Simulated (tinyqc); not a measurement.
Crystal field against spin-orbit coupling: six-band k.p model of the valence band of a wurtzite crystal.

At k = 0: E1 = D1c + D2c + Te + Le (pure HH); E2, E3 = Le + u +/- sqrt(u^2 + 2 D3c^2), u = (D1c - D2c + Te)/2, D1c = Dcr, D2c = D3c = Dso/3. The weight of LH in state 2 is fL = (E2 - Le)^2/((E2 - Le)^2 + 2 D3c^2). Relative strengths of transitions to the conduction band: for E perpendicular to c (TE) 1/2, fL/2, (1 - fL)/2; for E along c (TM) 0, 1 - fL, fL, with one momentum element for both directions.

Inputs chosen for the exercise (out of a larger set: of the order of those of hexagonal CdS; not measured data): Dso = 0.0669 eV (spin-orbit splitting).

No strain; Dcr is varied.

Results:

| Dcr (meV) | Dcr/Dso | E1 (meV) | E2 (meV) | E3 (meV) | E1 - E2 (meV) | E1 - E3 (meV) | fL |
|---|---|---|---|---|---|---|---|
| -178.4 | -2.67 | -156.1 | 4.8 | -205.5 | -160.9 | 49.4 | 0.023 |
| -89.2 | -1.33 | -66.9 | 8.3 | -119.8 | -75.2 | 52.9 | 0.065 |
| -44.6 | -0.67 | -22.3 | 12.5 | -79.4 | -34.8 | 57.1 | 0.136 |
| -22.3 | -0.33 | 0.0 | 16.3 | -60.9 | -16.3 | 60.9 | 0.211 |
| 0.0 | 0.00 | 22.3 | 22.3 | -44.6 | 0.0 | 66.9 | 0.333 |
| 22.3 | 0.33 | 44.6 | 31.5 | -31.5 | 13.1 | 76.1 | 0.500 |
| 44.6 | 0.67 | 66.9 | 44.6 | -22.3 | 22.3 | 89.2 | 0.667 |
| 89.2 | 1.33 | 111.5 | 79.4 | -12.5 | 32.1 | 124.0 | 0.864 |
| 178.4 | 2.67 | 200.7 | 162.2 | -6.1 | 38.5 | 206.8 | 0.964 |

At Dcr = 0 the cubic pattern returns: E1 = E2, E3 lies Dso = 66.9 meV lower and fL = 0.333 (1/3). For large positive Dcr, E1 - E2 tends to 2 Dso/3 = 44.6 meV (last row 38.5) and state 2 turns LH-like; for negative Dcr state 2 rises to the top and turns CH-like (98 % in the first row). In every row the two splittings add up to Dcr + Dso and multiply to (2/3) Dcr Dso.

Run: tinyqc, `OMP_NUM_THREADS=1 python tinyqc.py 1050430 1050431 out.jsonl`; Intel(R) Xeon(R) Processor @ 2.30GHz, one thread, shared host; about 0.01 s of CPU time with all checks.
